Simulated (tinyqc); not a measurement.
# Reverse leakage of an n+-p junction: diffusion, generation, trap-assisted and band-to-band tunnelling: what changes with what

One-sided abrupt junction in the depletion approximation, x from the junction (0) to W on the p side, field F = F0 (1 - x/W). Flat quasi-Fermi levels, long p side. Traps generate through SRH with both lifetimes shortened by 1 + Gamma (Hurkx enhancement, form for moderate fields); band-to-band generation is local and needs a total bending above Eg.

Parameters, values chosen for the exercise; band and dielectric values close to those of silicon: temperature T = 358 K; band gap Eg = 1.14 eV; relative permittivity eps_r = 11.8; conduction-band density of states at T Nc = 3.68e19 cm^-3; valence-band density of states at T Nv = 3.4e19 cm^-3; acceptor density of the lighter side Na = 2.3e16 cm^-3; donor density of the heavier side Nd = 1e20 cm^-3; SRH lifetime of both carriers at zero field tau = 3e-6 s; trap level above the intrinsic level Et = 0 eV; tunnelling mass mt = 0.25 m0; electron diffusion coefficient on the lighter side Dn = 6.2 cm^2/s; band-to-band prefactor Ab = 6.9e14 cm^-0.5 V^-2.5 s^-1; band-to-band field constant Bb = 2.04e7 V/cm; reverse bias VR = 2.8 V.

Constants: q = 1.602176634e-19 C, kB = 1.380649e-23 J/K, hbar = 1.054571817e-34 J s, m0 = 9.1093837015e-31 kg, Vt = kB T/q, eps0 = 8.8541878128e-14 F/cm where lengths are in cm. Results are converted to the units shown.

Each table varies one quantity; the others keep the values above.

## Leakage components against the SRH lifetime of both carriers at zero field

ni = sqrt(Nc Nv) exp(-Eg/(2 Vt)), Eg in volts; Vbi = Vt ln(Na Nd/ni^2); W = sqrt(2 eps0 eps_r (Vbi + VR)/(q Na)); F0 = 2 (Vbi + VR)/W; FG = sqrt(24 mt m0 (kB T)^3)/(q hbar); J_diff = q ni^2 sqrt(Dn/tau)(1 - exp(-VR/Vt))/Na. u = (Vbi + VR)(1 - x/W)^2, p = Na exp(-u/Vt), n = Nd exp((u - Vbi - VR)/Vt); G0 = ni^2 (1 - exp(-VR/Vt))/(tau (n + p + 2 ni cosh(Et/Vt))); Gamma = 2 sqrt(3 pi)(F/FG) exp((F/FG)^2); trap-assisted part G0 Gamma; G_bb = Ab F^2.5 exp(-Bb/F) with F in V/cm, zero unless Vbi + VR > Eg, and counted as zero under 1 cm^-3 s^-1. Currents are q times the integrals over 0 to W; J_bb under 1e-8 of J is printed as 0; rows with F0/FG above 2.2, beyond the range of this Gamma, are left out.

The same in every row: F0 (kV/cm) = 163; F0/FG = 0.338; J_bb (A/cm^2) = 0.

Leakage components against the SRH lifetime of both carriers at zero field:
```
tau (s)  J_diff (A/cm^2)  J_SRH (A/cm^2)  J_TAT (A/cm^2)  J (A/cm^2)              largest part
1e-10            1.94e-7         0.00774          0.0103      0.0180  trap-assisted tunnelling
1e-9             6.14e-8         7.74e-4         0.00103     0.00180  trap-assisted tunnelling
1e-8             1.94e-8         7.74e-5         1.03e-4     1.80e-4  trap-assisted tunnelling
1e-7             6.14e-9         7.74e-6         1.03e-5     1.80e-5  trap-assisted tunnelling
1e-6             1.94e-9         7.74e-7         1.03e-6     1.80e-6  trap-assisted tunnelling
1e-5            6.14e-10         7.74e-8         1.03e-7     1.81e-7  trap-assisted tunnelling
0.0001          1.94e-10         7.74e-9         1.03e-8     1.82e-8  trap-assisted tunnelling
```

J falls from 0.0180 to 1.82e-8 A/cm^2. Trap-assisted tunnelling leads at tau = 1e-10 and in all other rows. J_SRH and J_TAT go as 1/tau and J_diff as tau^(-1/2); J_bb does not depend on it.

## Leakage components against the trap level above the intrinsic level

Same model as above.

The same in every row: F0 (kV/cm) = 163; F0/FG = 0.338; J_diff (A/cm^2) = 1.12e-9; J_bb (A/cm^2) = 0.

Results:
```
Et (eV)  J_SRH (A/cm^2)  J_TAT (A/cm^2)  J (A/cm^2)              largest part
-0.3           4.24e-11        4.89e-11     1.21e-9                 diffusion
-0.1            2.18e-8         2.82e-8     5.11e-8  trap-assisted tunnelling
0               2.58e-7         3.42e-7     6.01e-7  trap-assisted tunnelling
0.1             2.18e-8         2.82e-8     5.11e-8  trap-assisted tunnelling
0.2            9.49e-10         1.18e-9     3.25e-9  trap-assisted tunnelling
0.3            4.24e-11        4.89e-11     1.21e-9                 diffusion
```

Estimate the missing row, Et = -0.2 eV.

Computed row:
```
Et (eV)  J_SRH (A/cm^2)  J_TAT (A/cm^2)  J (A/cm^2)              largest part
-0.2           9.49e-10         1.18e-9     3.25e-9  trap-assisted tunnelling
```

With this row back in the table: J goes from 1.21e-9 through a maximum of 6.01e-7 (at Et = 0 among the rows listed) to 1.21e-9 A/cm^2. Diffusion leads at Et = -0.3, trap-assisted tunnelling from -0.2, diffusion from 0.3 on.

Range of the model: The n+ side is degenerate, so Vbi from Boltzmann statistics is only a guide.

Program tinyqc, `OMP_NUM_THREADS=1 python tinyqc.py 2290103 2290104 out.jsonl`; Intel Xeon 2.30GHz, shared host, one thread, about 0.01 s.
